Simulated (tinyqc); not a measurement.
# Worked calculation: CMOS inverter, nodal equation and switching

Computed by the program tinyqc: `OMP_NUM_THREADS=1 python tinyqc.py 2340163 2340164 out.jsonl`, one thread of a shared Intel Xeon 2.30GHz, about 0.06 s for the whole run. Printed values are rounded.

An n-channel pull-down (bn, VTn) and a p-channel pull-up (bp, VTp) share the input Vin and the output node Vout, which carries the load C. Transistor (EKV form, voltages against the body): I = 2 n b Vt^2 [F(vp - Vs) - F(vp - Vd)] from drain to source, F(v) = ln^2(1 + exp(v/(2 Vt))), vp = (Vg - VT + sg |Vd - Vs|)/n. n-channel bodies are at 0; for the p-channel device all voltages are counted down from Vdd. b in uA/V^2 gives I in uA. Static: In = Ip. Transient: C dVout/dt = Ip - In. No velocity saturation, no gate capacitance beyond C.

Inputs (values chosen for the exercise): temperature T = 300 K; supply voltage Vdd = 0.6 V; slope factor n = 1.3; drain-induced barrier lowering sg = 0.119; n-channel threshold VTn = 0.37 V; p-channel threshold (magnitude) VTp = 0.43 V; gain factor of the pull-down transistor bn = 670 uA/V^2; gain factor of the pull-up transistor bp = 340 uA/V^2; load capacitance C = 1.5 fF; input voltage Vin = 0.35 V; time step dt = 5 ps.

Constants: q = 1.602176634e-19 C, kB = 1.380649e-23 J/K, Vt = kB T/q. Results are converted to the units shown.

## Iteration 1: output voltage by Newton steps

Vout at the start = 0.3 V

f = In - Ip at (Vin, Vout); G = df/dVout by a central difference with +/- 1e-6 V; Vout(new) = Vout - f/G.

In = 0.7765963 uA
Ip = 0.007215727 uA
G = 1.90395 uS
Vout after iteration 1 = -0.1040965 V

This step lands outside the rails.

## Iteration 2: output voltage by Newton steps

As before.

In = -4.368299 uA
Ip = 0.02712758 uA
G = 86.0544 uS
Vout after iteration 2 = -0.05301923 V

## Course of the iteration: output voltage by Newton steps

Stop when Vout changes by less than 1e-9 V, or after 30 iterations.

Course of the iteration:

| iteration | Vout (V) | \|change\| (V) |
|---|---|---|
| 1 | -0.1040965 | 0.404 |
| 2 | -0.05301923 | 0.0511 |
| 3 | -0.02142957 | 0.0316 |
| 4 | -0.004172115 | 0.0173 |
| 5 | 0.001348544 | 5.52e-3 |
| 6 | 0.001843708 | 4.95e-4 |
| 7 | 0.001846320 | 2.61e-6 |
| 8 | 0.001846320 | 7.23e-11 |

Converged in 8 iterations. At the end the number of correct digits about doubles with each step. On the way 3 iterate(s) lie more than 5 mV outside the rails, the first at -0.104 V, before the steps return.

## Transfer curve

| point | Vin (V) |
|---|---|
| 0 | 0 |
| 1 | 0.06 |
| 2 | 0.12 |
| 3 | 0.18 |
| 4 | 0.24 |
| 5 | 0.3 |
| 6 | 0.36 |
| 7 | 0.42 |
| 8 | 0.48 |
| 9 | 0.54 |
| 10 | 0.6 |

For each Vin solve In = Ip; gain = dVout/dVin.

| point | Vout (V) | supply current (uA) | gain |
|---|---|---|---|
| 0 | 0.5999971 | 1.5933e-4 | -0.0001 |
| 1 | 0.5999731 | 9.3402e-4 | -0.0010 |
| 2 | 0.5996947 | 0.0053458 | -0.0130 |
| 3 | 0.5954342 | 0.028666 | -0.2206 |
| 4 | 0.4393656 | 0.087143 | -8.2503 |
| 5 | 0.0254844 | 0.066812 | -1.5983 |
| 6 | 0.0011487 | 0.014711 | -0.0540 |
| 7 | 0.0000786 | 0.0027149 | -0.0033 |
| 8 | 0.0000069 | 4.7401e-4 | -0.0003 |
| 9 | 0.0000007 | 8.0852e-5 | 0.0000 |
| 10 | 0.0000001 | 1.3657e-5 | 0.0000 |

The switching point Vin = Vout lies at 0.2613 V, with a gain of -8.40. The current peaks at 0.0871 uA among the points, against 1.6e-4 and 1.4e-5 uA of leakage at the ends.

## Switching point and noise margins

VM solves In = Ip with Vin = Vout. VIL and VIH are the inputs at which the gain is -1; NML = VIL - Vout(VIH), NMH = Vout(VIL) - VIH.

VM = 0.26125 V
gain at VM = -8.4003
VIL = 0.20645 V
VIH = 0.30647 V
NML = 0.18918 V
NMH = 0.27574 V

VM lies 39 mV below Vdd/2, and the high margin is the larger one. With both transistors saturated the size of the gain tends to 1/sg = 8.40; here it is 0.036 % below that.

## Step 1: one time step of the falling output

Vout at t = 0 = 0.6 V

The input steps to Vdd at t = 0; I = In - Ip. Implicit Euler: V(new) = V - (dt/C) I(V(new)), solved for V(new); 1 ps uA/fF = 1 mV.

I(V) = 23.52661 uA
I(V(new)) = 22.19162 uA
Vout after step 1 = 0.5260279 V

## Step 2: one time step of the falling output

As before.

I(V) = 22.19162 uA
I(V(new)) = 20.96793 uA
Vout after step 2 = 0.4561348 V

## Delays and energy

For a step input the delay to Vdd/2 is tHL = C times the integral of dV/(In - Ip) from Vdd/2 to Vdd at Vin = Vdd, and tLH likewise with Ip - In from 0 to Vdd/2 at Vin = 0. Energy drawn for one full cycle of the output: C Vdd^2. Leakage power: Vdd times the mean of the supply currents at Vin = 0 and Vdd.

tHL = 21.65405 ps
tLH = 67.80074 ps
energy = 0.54 fJ
leakage power = 0.05189464 nW

Time steps as above cross Vdd/2 at 22.3 ps by linear interpolation, 3.0 % above tHL. tLH/tHL = 3.13, with bn/bp = 1.97.
